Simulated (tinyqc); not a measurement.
Stretching all distances: RHF, UHF, MP2, CISD and CCSD against full CI in the sto-6g basis, for H3+, spin multiplicity 1. Computed by the program tinyqc with PySCF. All coordinates are multiplied by the scale. c0^2 is the weight of the RHF determinant in the lowest singlet FCI state (UHF is spin-contaminated and may lie near states of higher spin) and n(LUMO) the first natural occupation beyond the occupied space.

Geometry (angstrom):

| atom | x | y | z |
|---|---|---|---|
| H | 0.0000 | 0.0000 | 0.0000 |
| H | 0.0000 | 0.0000 | 0.8010 |
| H | 0.0000 | 0.7960 | -0.0900 |

Full CI energy (hartree) and errors against it (kcal/mol):

| scale | distance 1-2 (angstrom) | E(FCI) | RHF | UHF | MP2 | CISD | CCSD | <S^2> UHF | c0^2 | n(LUMO) |
|---|---|---|---|---|---|---|---|---|---|---|
| 1.0000 | 0.8010 | -1.254933 | 15.7180 | 15.7180 | 4.7402 | 0.0000 | 0.0000 | 0.0000 | 0.9835 | 0.0248 |
| 1.2500 | 1.0012 | -1.256083 | 20.4774 | 20.4774 | 6.4446 | 0.0000 | 0.0000 | 0.0000 | 0.9724 | 0.0409 |
| 1.7500 | 1.4018 | -1.157155 | 34.9441 | 28.6074 | 11.0555 | 0.0000 | 0.0000 | 0.4252 | 0.9299 | 0.0980 |
| 1.9900 | 1.5940 | -1.106578 | 44.7244 | 24.9922 | 13.5626 | 0.0000 | 0.0000 | 0.6648 | 0.8965 | 0.1405 |
| 2.2400 | 1.7942 | -1.062130 | 56.5760 | 20.0267 | 15.6041 | 0.0000 | 0.0000 | 0.8102 | 0.8539 | 0.1941 |
| 2.4900 | 1.9945 | -1.027607 | 69.2765 | 15.6124 | 16.0128 | 0.0000 | 0.0000 | 0.8933 | 0.8085 | 0.2518 |
| 2.7400 | 2.1947 | -1.002127 | 81.7603 | 11.7504 | 13.7325 | 0.0000 | 0.0000 | 0.9520 | 0.7661 | 0.3069 |

Estimate the missing row, scale = 1.5.

Computed row:
```
scale   distance 1-2 (angstrom)     E(FCI)      RHF      UHF     MP2    CISD    CCSD  <S^2> UHF    c0^2  n(LUMO)
1.5000                   1.2015  -1.212312  26.7584  26.7584  8.5557  0.0000  0.0000     0.0000  0.9553   0.0646
```

UHF parts from RHF first at scale 1.75 of those listed, where <S^2> leaves zero. The weight c0^2 goes from 0.98 to 0.77 and n(LUMO) from 0.02 to 0.31: static correlation grows as the bonds break into open-shell fragments. The spread of the error along the curve, which distorts its shape, is CISD 0.0, CCSD 0.0, MP2 11.3, UHF 16.9, RHF 66.0 kcal/mol. With two electrons CISD and CCSD are exact.
